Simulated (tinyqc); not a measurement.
How the errors depend on the field: Haynes-Shockley experiment: drift, diffusion and decay of a minority-carrier pulse. Computed by tinyqc, a small Python program. Command: `OMP_NUM_THREADS=1 python tinyqc.py 3110224 3110225 out.jsonl haynes walk`. One thread of a shared host (Intel(R) Xeon(R) Processor @ 2.30GHz), about 0.01 s of CPU time with the checks.

A thin sheet of excess carriers is made at x = 0, t = 0 in a long uniform bar; injection is low, so the pulse moves with the minority mobility.

Inputs (values chosen for the exercise, modelled on electrons in p-type silicon in a lightly doped bar):
```
quantity                       value         unit
minority mobility mu            1210   cm^2/(V s)
lifetime tau                      48  microsecond
temperature T                    330            K
field F                          4.5         V/cm
distance d to the collector     0.47           cm
injected sheet density N0    8.7e+09       1/cm^2
```

Constants: k_B = 8.617333262e-05 eV/K.

Method:
- D = mu k_B T/e, v = mu F.
- Transit time d/v, diffusion length sqrt(D tau), drift length v tau, Peclet number v d/D = e F d/(k_B T).
- dn(x, t) = N0/sqrt(4 pi D t) exp(-(x - v t)^2/(4 D t) - t/tau).
- At fixed x the signal peaks where d ln(dn)/dt = 0: a t^2 + t/2 - x^2/(4 D) = 0 with a = v^2/(4 D) + 1/tau.
- The full width at half maximum is found by solving dn(x, t) = peak/2 on both sides of the peak.
- With w that width: mu = d/(F t_p); D = (w d)^2/(16 ln2 t_p^3). The field is scaled by the factors listed.

D = 34.4090 cm^2/s

Errors of the simple reading:
```
factor  F (V/cm)   v d/D  v^2 tau/(4 D)  error of mu (%)  error of D (%)
0.5         2.25   37.19           2.58           20.485          3.9512
0.7         3.15   52.06           5.07           11.362          3.0222
1.0         4.50   74.37          10.34            6.077          2.2006
1.5         6.75  111.56          23.26            3.027          1.4986
2.5        11.25  185.94          64.62            1.310          0.9083
4.0        18.00  297.50         165.43            0.638          0.5692
7.0        31.50  520.62         506.64            0.291          0.3255
```

The error of mu falls from 20.5 to 0.291 %. For large v d/D it is about D/(v d) + 2 D/(v^2 tau), here 0.291 % in the last row: one part from spreading, one from recombination.

Extremes, crossings and ranges named in words are read from the listed rows.
